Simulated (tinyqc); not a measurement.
Inside a calculation: two-band k.p model of the Delta valleys near the X point under shear strain. Values are carried at full precision from step to step, so a last printed digit may differ when a step is redone from the rounded ones.

Constants: hbar^2/2m0 = 3.80998211 eV angstrom^2.

Parameters, chosen for this exercise (near those of Si; not measured data): a = 5.444 angstrom (lattice constant); ml = 0.937 m0 (longitudinal mass); mt = 0.189 m0 (transverse mass); kx0 = 0.148 2 pi/a (distance of the minimum from X); D = 15.1 eV (shear deformation potential); Mp = 0.23 m0 (coupling mass); exy = -0.009 (shear strain); k = (0.05, 0.003, 0.078) 1/angstrom (wave vector from X).

## Scales

k0 = kx0 2 pi/a; Delta = 2 c k0^2/ml with c = hbar^2/2m0, half the splitting of the two bands at k0; eta = D exy/Delta measures the shear coupling against it.

k0 = 0.17081 1/angstrom
Delta = 0.23728 eV
eta = -0.5727
splitting of the two bands at X, 2 |D exy| = 0.2718 eV

## The Hamiltonian at one k

Valley pair on the [001] axis, kz counted from the X point, c = hbar^2/2m0, k0 = kx0 2 pi/a. H = (c kz^2/ml + c (kx^2 + ky^2)/mt + c k0^2/ml) 1 + (2 c k0 kz/ml) sigma_z + (D exy - 2 c kx ky/Mp) sigma_x, so E = c kz^2/ml + c (kx^2 + ky^2)/mt + c k0^2/ml -/+ sqrt((2 c k0 kz/ml)^2 + (D exy - 2 c kx ky/Mp)^2). Without strain the lower band has its minima, E = 0, at kz = +/- k0. Shifts from diagonal strain are left out.

Fill in the 2 x 2 matrix (sigma_z diagonal) and give its levels.

H(k) (eV):
```
         1        2
1   0.3023  -0.1409
2  -0.1409   0.0856
```

levels (eV): 0.0162  0.3717

## Position, depth and masses of the minimum

For |eta| < 1: k_min = k0 sqrt(1 - eta^2), E_min = -Delta eta^2/2, ml(eta) = ml/(1 - eta^2), 1/m[110] = 1/mt + eta/Mp, 1/m[1-10] = 1/mt - eta/Mp. For |eta| > 1 the minimum sits at X: E_min = -Delta (2 |eta| - 1)/2, ml(eta) = ml/(1 - 1/|eta|), and eta is replaced by its sign in the transverse masses.

k_min = 0.1400 1/angstrom
E_min = -38.92 meV
ml(eta) = 1.394 m0

masses along [110] and [1-10] (m0): 0.3570  0.1285

The minimum has moved 18.0 % of the way to X; electrons are lighter along [1-10] (-32.0 % against mt) and heavier across (+88.9 %).

## The two bands along kz

kx = ky = 0, kz from 0 to 1.6 k0 in steps of 0.2 k0, with and without the strain.

Levels (eV):

| kz/k0 | kz (1/angstrom) | lower | upper | lower, no strain | upper, no strain |
|---|---|---|---|---|---|
| 0.0 | 0.0000 | -0.0173 | 0.2545 | 0.1186 | 0.1186 |
| 0.2 | 0.0342 | -0.0206 | 0.2673 | 0.0759 | 0.1708 |
| 0.4 | 0.0683 | -0.0281 | 0.3034 | 0.0427 | 0.2325 |
| 0.6 | 0.1025 | -0.0355 | 0.3582 | 0.0190 | 0.3037 |
| 0.8 | 0.1367 | -0.0389 | 0.4280 | 0.0047 | 0.3844 |
| 1.0 | 0.1708 | -0.0362 | 0.5107 | 0.0000 | 0.4746 |
| 1.2 | 0.2050 | -0.0260 | 0.6050 | 0.0047 | 0.5742 |
| 1.4 | 0.2391 | -0.0077 | 0.7101 | 0.0190 | 0.6834 |
| 1.6 | 0.2733 | 0.0191 | 0.8256 | 0.0427 | 0.8020 |

## Checks

- Depth of the minimum by numerical search against the closed form (eV): both -0.038918.
- Mass along [110] by finite differences against the closed form: both 0.3570.

Computed by tinyqc, a small Python program: `OMP_NUM_THREADS=1 python tinyqc.py 1050927 1050928 out.jsonl` (the numbers bound the seed that draws the inputs); one thread of a shared host (Intel(R) Xeon(R) Processor @ 2.30GHz), about 0.01 s for the whole set of steps.
